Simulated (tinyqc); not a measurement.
Which roughness does what: X-ray reflectivity of a thin film on silicon: critical angles, Parratt recursion, fringes and roughness. Computed by tinyqc, a small Python program. Command: `OMP_NUM_THREADS=1 python tinyqc.py 3120562 3120563 out.jsonl xrr walk`. One thread of a shared host (Intel(R) Xeon(R) Processor @ 2.30GHz), about 0.01 s of CPU time with the checks.

n = 1 - delta + i beta; the classical electron radius is r_e = 2.8179403e-6 nm. Layer 0 is vacuum, 1 the film, 2 the substrate.

Inputs (values chosen for the exercise, modelled on Al2O3 on silicon, copper K-alpha radiation):

| quantity | value | unit |
|---|---|---|
| wavelength lambda | 0.15406 | nm |
| film density rho | 2.93 | g/cm^3 |
| effective electrons per unit mass, film | 0.492 | mol/g |
| beta/delta, film | 0.012 | - |
| film thickness d | 7.9 | nm |
| roughness of the surface sigma_1 | 0.62 | nm |
| roughness of the interface sigma_2 | 0.32 | nm |
| substrate density | 2.33 | g/cm^3 |
| effective electrons per unit mass, substrate | 0.507 | mol/g |
| beta/delta, substrate | 0.023 | - |
| grazing angle theta | 2.34 | degrees |

Constants: N_A = 6.02214076e+23 1/mol.

Method:
- delta = r_e lambda^2 rho_e/(2 pi), rho_e = density x electrons per mass x N_A; critical angle sqrt(2 delta), q_c = 4 sqrt(pi r_e rho_e).
- k_j = (2 pi/lambda) sqrt(sin^2 theta - 2 delta_j + 2 i beta_j); r_ij = (k_i - k_j)/(k_i + k_j) x exp(-2 k_i k_j sigma^2) (Nevot-Croce); r = (r_01 + r_12 p)/(1 + r_01 r_12 p), p = exp(2 i k_1 d); R = |r|^2.
- Far above the critical angle the period is d theta = lambda/(2 d), or 2 pi/d in q; the envelope runs between (|r_01| - |r_12 p|)^2 and (|r_01| + |r_12 p|)^2; contrast = 2 a b/(a^2 + b^2) with a = |r_01|, b = |r_12 p|; roughness factors on the amplitudes are about exp(-q^2 sigma^2/2).
- R is averaged over one period above each angle (64 points); contrast = (max - min)/(max + min) of R theta^4 over that period. Cases: smooth; only sigma_1; only sigma_2; both.

period in theta = 0.558670 degrees

Constants:

| layer | rho_e (1/nm^3) | delta | beta | critical angle (degrees) | q_c (1/nm) |
|---|---|---|---|---|---|
| film | 868.128 | 9.24092e-06 | 1.10891e-07 | 0.246318 | 0.350665 |
| substrate | 711.402 | 7.57263e-06 | 1.74170e-07 | 0.222977 | 0.317437 |

Mean R and contrast:

| theta (degrees) | R smooth | contrast | R, sigma_1 | contrast, sigma_1 | R, sigma_2 | contrast, sigma_2 | R, both | contrast, both |
|---|---|---|---|---|---|---|---|---|
| 0.8 | 2.6838e-04 | 0.37243 | 1.4493e-04 | 0.67931 | 2.6573e-04 | 0.33951 | 1.4239e-04 | 0.64405 |
| 1.2 | 6.0155e-05 | 0.35631 | 1.5718e-05 | 0.90226 | 5.9343e-05 | 0.28197 | 1.4951e-05 | 0.82484 |
| 1.8 | 1.4531e-05 | 0.35258 | 1.2982e-06 | 0.98211 | 1.4135e-05 | 0.22733 | 9.8238e-07 | 0.98167 |
| 2.5 | 4.2727e-06 | 0.35081 | 1.6205e-07 | 0.60734 | 4.1404e-06 | 0.17330 | 5.1755e-08 | 0.93749 |
| 3.5 | 1.2395e-06 | 0.35010 | 3.8635e-08 | 0.04825 | 1.1803e-06 | 0.08301 | 2.3510e-09 | 0.45134 |

What does the comparison show, and why?

At 2.5 degrees sigma_1 alone multiplies the mean R by 0.038 and sigma_2 alone by 0.97; the contrast goes from 0.35 (smooth) to 0.61 and 0.17.
